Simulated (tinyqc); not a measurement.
Worked calculation: quasiparticle equation with a plasmon-pole self-energy for two band edges. Values are carried at full precision from step to step, so a last printed digit may differ when a step is redone from the rounded ones.

For each edge E = e + X + Sc(E), with the correlation part Sc(E) = A[0]/(E - a + w) + A[1]/(E - b - w); a and b are the valence and conduction energies that enter the Green function (a = ev, b = ec in the one-shot scheme). Z = 1/(1 - dSc/dE), dSc/dE = -A[0]/(E - a + w)^2 - A[1]/(E - b - w)^2.

Parameters, chosen for this exercise (scales of the order of those of GaAs; shifted at random, so the results belong to these values and not to a real crystal): ev = 0 eV (mean-field valence top); ec = 0.5 eV (mean-field conduction edge); w = 13.4 eV (pole energy); Av = (42, 17) eV^2 (weights of the valence state on the hole and electron poles); Ac = (19.8, 42) eV^2 (the same for the conduction state); Xv = -2.52 eV (exchange minus the mean-field potential, valence); Xc = 2.52 eV (the same, conduction).

## Linearised one-shot correction

Evaluate Sc and its slope at the mean-field energy; E = e + Z (X + Sc).

Terms:

| edge | Sc (eV) | dSc/dE | Z | X + Sc (eV) | E (eV) |
|---|---|---|---|---|---|
| valence | 1.9113 | -0.3219 | 0.7565 | -0.6087 | -0.4605 |
| conduction | -1.7099 | -0.3364 | 0.7483 | 0.8101 | 1.1062 |

gap = 1.5667 eV
gap with Z = 1 = 1.9188 eV

The gap opens by 1.067 eV, 43 % of it by lowering the valence top. Setting Z = 1 would overshoot by 0.352 eV. X and Sc have opposite signs and are each larger than the sum they leave, so both must be converged well.

## Solving the equation for the conduction edge

Newton steps on f(E) = E - ec - Xc - Sc(E) from E = ec; the first step is the linearised result.

Iterates:

| step | E (eV) | Sc (eV) | f (eV) |
|---|---|---|---|
| 0 | 0.50000 | -1.70987 | -0.810132 |
| 1 | 1.10621 | -1.91791 | 0.004123 |
| 2 | 1.10316 | -1.91684 | 0.000000 |
| 3 | 1.10316 | -1.91684 | 0.000000 |

The linearisation errs by +3.1 meV, as the shift is only 0.045 of the pole energy.

## All solutions for the valence state

Multiplying out gives a cubic; give its three roots and their weights Z.

roots (eV): -16.524  -0.459  14.962

weights: 0.1879  0.7501  0.0621

The weights add up to 1. The satellite below lies 16.07 eV from the main peak, 20 % more than w: this scheme places plasmon satellites too far out, and gives one where a cumulant form gives a series.

## Updating the energies in the Green function

Solve both equations exactly, put the results in place of a and b, and repeat five times; w is kept.

Cycles (eV):

| cycle | Ev | Ec | gap |
|---|---|---|---|
| 1 | -0.4586 | 1.1032 | 1.5617 |
| 2 | -0.5069 | 1.1832 | 1.6901 |
| 3 | -0.5110 | 1.1942 | 1.7052 |
| 4 | -0.5111 | 1.1959 | 1.7070 |
| 5 | -0.5110 | 1.1962 | 1.7072 |

The update moves the gap by +145 meV from the one-shot value; each cycle shrinks the change to about 0.12 of the one before.

## Checks

- Sum of the weights of the three roots: both 1.000000.
- Newton result against the root by bisection (eV): both 1.10316.

Program tinyqc; command `OMP_NUM_THREADS=1 python tinyqc.py 1880405 1880406 out.jsonl`; about 0.03 s on one thread of a shared Intel(R) Xeon(R) Processor @ 2.30GHz.
